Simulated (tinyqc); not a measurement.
Tersoff bond-order potential: one step, computed by the program tinyqc.

E = (1/2) sum_(i, j != i) [A exp(-lambda r_ij) - b_ij B exp(-mu r_ij)], b_ij = (1 + (beta zeta_ij)^n)^(-1/(2n)), zeta_ij = sum_(k != i, j) g(theta_ijk), g = 1 + c^2/d^2 - c^2/(d^2 + (h - cos theta)^2), with theta at atom i. Only nearest neighbours count (cut-off function 1 for them, 0 beyond).

Problem. An open trimer. Atom 1 binds atoms 2 and 3, which do not interact. b_12 = b_13 follow from zeta = g(theta); b_21 = b_31 = 1. E = sum over the two bonds of A exp(-lambda r) - (b + 1)/2 B exp(-mu r).

Inputs (values chosen for the exercise, modelled on silicon):
```
quantity                  value        unit
A                        1862.7          eV
B                        471.69          eV
lambda                   2.4799  1/angstrom
mu                       1.7322  1/angstrom
beta                   1.07e-06           -
n                        0.7849           -
c                         98200           -
d                         16.19           -
h                       -0.6019           -
bond length r_12           2.29    angstrom
bond length r_13           2.41    angstrom
angle theta at atom 1       115     degrees
```

Give: g(theta); bond order b_12; repulsive terms; attractive terms B exp(-mu r); energy of the trimer.

Solution.

g(theta) = 4512

bond order b_12 = 0.9904

repulsive terms (eV): 6.365  4.727

attractive terms B exp(-mu r) (eV): 8.931  7.255

energy of the trimer = -5.018 eV

g is least (g = 1) at cos theta = h, 127.0 degrees, wider than the tetrahedral 109.47.
